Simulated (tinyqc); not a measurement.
Resistance of a tapered via with liner, size effect and interface: two steps of the calculation.

A round via whose diameter grows from db at the bottom as D(z) = db + 2 z/tan(ang). The fill, of diameter D - 2 tl, starts above the bottom liner (thickness fb tl) and has rho = rho0 (1 + ks lam/(D - 2 tl)); the sidewall liner conducts in parallel with it. The bottom liner and the interface are crossed over the full area pi db^2/4. Spreading in the lines above and below is left out.

Values chosen for this exercise; fill metal close to tungsten:
- db = 60 nm (diameter at the bottom)
- hv = 180 nm (height)
- ang = 86 degrees (sidewall angle)
- rho0 = 5.35 uohm cm (bulk resistivity of the fill)
- lam = 15.9 nm (mean free path of the fill)
- ks = 1.1 (size-effect factor)
- tl = 3.7 nm (liner on the sidewall)
- fb = 0.7 (liner at the bottom over that on the sidewall)
- rl = 470 uohm cm (resistivity of the liner)
- ri = 2.5e-12 ohm cm^2 (interface resistivity at the bottom)
- Sb = 9.1e14 S/m^2 (ballistic conductance per area, about 3/(4 rho0 lam))

Problem 1. Slices of the via. Slices between z0 = fb tl and hv, evaluated at their midpoints: conductance per length pi/4 [(D - 2 tl)^2/rho + (D^2 - (D - 2 tl)^2)/rl], slice resistance = slice height over that. 8 slices.

Give: z; D; rho; slice resistance.

Solution 1.

| slice | z (nm) | D (nm) | rho (uohm cm) | slice resistance (ohm) |
|---|---|---|---|---|
| 0 | 13.678 | 61.913 | 7.0665 | 0.66852 |
| 1 | 35.854 | 65.014 | 6.9741 | 0.59084 |
| 2 | 58.031 | 68.116 | 6.8911 | 0.52583 |
| 3 | 80.207 | 71.217 | 6.8162 | 0.47090 |
| 4 | 102.38 | 74.319 | 6.7483 | 0.42408 |
| 5 | 124.56 | 77.420 | 6.6864 | 0.38386 |
| 6 | 146.74 | 80.522 | 6.6297 | 0.34906 |
| 7 | 168.91 | 83.623 | 6.5776 | 0.31876 |

Problem 2. Total resistance. R_fill = sum of the slices; R_bottom = rl fb tl/(pi db^2/4); R_interface = ri/(pi db^2/4); ballistic (Sharvin) limit 1/(Sb pi (db - 2 tl)^2/4); ideal cylinder rho0 hv/(pi db^2/4).

| slice | slice resistance (ohm) |
|---|---|
| 0 | 0.66852018 |
| 1 | 0.59083567 |
| 2 | 0.52582627 |
| 3 | 0.47089580 |
| 4 | 0.42407681 |
| 5 | 0.38385706 |
| 6 | 0.34905931 |
| 7 | 0.31875636 |

Find: parts; R; shares; ballistic limit; ideal cylinder.

Solution 2.

parts (ohm): fill 3.732, bottom liner 4.305, interface 0.08842
R = 8.126 ohm
shares (%): fill 45.93, bottom liner 52.98, interface 1.09
ballistic limit = 0.5057 ohm
ideal cylinder = 3.406 ohm

The bottom liner is the largest part, and R is 2.39 times the ideal cylinder. With 2000 slices R = 8.1284 ohm.

Numbers from tinyqc (`OMP_NUM_THREADS=1 python tinyqc.py 2750133 2750134 out.jsonl`; about 0.01 s on one thread of a shared Intel Xeon 2.30GHz).
